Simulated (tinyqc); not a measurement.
Precursor delivery by bubblers, mass-transport growth and the solid composition of a III-V alloy. Inputs raised by 2 %, one at a time. Computed by tinyqc, a small Python program. Command: `OMP_NUM_THREADS=1 python tinyqc.py 3021682 3021683 out.jsonl movpe_thermo sens`. One thread of a shared host (Intel(R) Xeon(R) Processor @ 2.30GHz), about 0.01 s of CPU time with the checks.

1 sccm = 44.615 micromol/min; 1 torr = 133.322 Pa. The sources decompose fully at the surface.

Inputs (values chosen for the exercise, modelled on triethylgallium (source 1) and trimethylindium (source 2) for the vapour pressures):
```
quantity                                                                                                  value        unit
bath temperature T1                                                                                         292           K
bath temperature T2                                                                                         297           K
bubbler pressure p_b                                                                                       1000        torr
carrier flow F1                                                                                              19        sccm
carrier flow F2                                                                                              23        sccm
total flow F_t                                                                                               16         slm
group-V flow F_V                                                                                             39        sccm
reactor pressure p                                                                                           76        torr
growth temperature T                                                                                        820           K
diffusivity at 273 K and 760 torr                                                                          0.43      cm^2/s
flow cross-section A                                                                                         48        cm^2
distance from the leading edge z                                                                            6.8          cm
lattice constant a                                                                                         5.95    angstrom
interaction L0 of the solid                                                                                20.7      kJ/mol
log10 of p_B,eq over pure BC at 1000 K and 1 torr of group V (exaggerated: liquid indium has about -4.1)   -3.8  log10 torr
enthalpy of that equilibrium H                                                                              280      kJ/mol
```

Alloy: mixing on the group-III sites, with desorption of B.

constants a, b of source 1 (log10 torr, K): 8.063  2162

constants a, b of source 2 (log10 torr, K): 10.48  3014

Constants: k_B = 1.380649e-23 J/K; R = 8.314462618 J/(mol K).

Method:
- log10 p_v = a - b/T_bath; molar flow = F x 44.615 x p_v/(p_b - p_v) for a saturated bubbler.
- p_i = p n_i/(44615 F_t), F_t in slm; p_V = p F_V/(1000 F_t), counted per molecule supplied; V/III = 44.615 F_V/(n1 + n2); vapour fraction of source 2 = n2/(n1 + n2).
- Mean velocity u = (F_t/A)(760/p)(T/273); D = D0 (T/273)^1.75 (760/p); boundary layer delta = sqrt(pi D z/u); flux = D dp/(delta k_B T); growth rate = flux x a^3/4.
- A sticks fully. B desorbs: its surface pressure is p_B* = x gamma_B K/sqrt(p_V), ln gamma_B = L0 (1 - x)^2/(R T), K = 10^(log10 K at 1000 K) exp[-(H/R)(1/T - 1/1000)], p_V in torr. With equal diffusivities x = (p_2 - p_B*)/(p_1 + p_2 - p_B*). Growth rate = rate per torr x p_1/(1 - x).

Runs; columns: (1) input moved; (2) from; (3) to; (4) molar flow 1 (micromol/min); (5) V/III ratio; (6) vapour fraction of source 2; (7) share of B incorporated, 1 - p_B*/p_2:
```
(1)                                     (2)     (3)     (4)     (5)      (6)      (7)
base run                                  -       -  3.8825  285.69  0.36253  0.99880
bath temperature T1 (K)                 292  297.84  5.4335  227.70  0.28895  0.99871
bath temperature T2 (K)                 297  302.94  3.8825  235.83  0.47378  0.99933
bubbler pressure p_b (torr)            1000    1020  3.8060  291.43  0.36254  0.99877
carrier flow F2 (sccm)                   23   23.46  3.8825  283.63  0.36712  0.99883
total flow F_t (slm)                     16   16.32  3.8825  285.69  0.36253  0.99876
interaction L0 of the solid (kJ/mol)   20.7  21.114  3.8825  285.69  0.36253  0.99877
distance from the leading edge z (cm)   6.8   6.936  3.8825  285.69  0.36253  0.99880
```

Exponents ln(y'/y) / ln(x'/x):
```
input                             molar flow 1  V/III ratio  vapour fraction of source 2  share of B incorporated, 1 - p_B*/p_2
bath temperature T1                     16.973      -11.456                      -11.456                                 -0.005
bath temperature T2                      0.000       -9.685                       13.515                                  0.027
bubbler pressure p_b                    -1.005        1.004                        0.002                                 -0.001
carrier flow F2                          0.000       -0.365                        0.635                                  0.001
total flow F_t                           0.000        0.000                        0.000                                 -0.002
interaction L0 of the solid              0.000        0.000                        0.000                                 -0.002
distance from the leading edge z         0.000        0.000                        0.000                                  0.000
```

Among the inputs moved here: molar flow 1 answers most in size to bath temperature T1 (exponent +16.973), next to bubbler pressure p_b (-1.005); its exponent is below 0.0005 for bath temperature T2, carrier flow F2, total flow F_t, interaction L0 of the solid, distance from the leading edge z. Its exponent -1.005 in bubbler pressure p_b: the carrier picks up p_v/p_b. V/III ratio answers most in size to bath temperature T1 (exponent -11.456), next to bath temperature T2 (-9.685); its exponent is below 0.0005 for total flow F_t, interaction L0 of the solid, distance from the leading edge z. Vapour fraction of source 2 answers most in size to bath temperature T2 (exponent +13.515), next to bath temperature T1 (-11.456); its exponent is below 0.0005 for total flow F_t, interaction L0 of the solid, distance from the leading edge z. Share of B incorporated, 1 - p_B*/p_2 answers most in size to bath temperature T2 (exponent +0.027), next to bath temperature T1 (-0.005); its exponent is below 0.0005 for distance from the leading edge z.

Caution (all rows): the boundary layer is a quarter or more of the root of the cross-section, so it fills much of the channel and depletion along the flow matters. Caution (all rows): x lies inside the spinodal of the bulk alloy, 2 L0 x (1 - x) > R T; only kinetics or coherency strain keep such a layer uniform.

Extremes, crossings and ranges named in words are read from the listed rows.
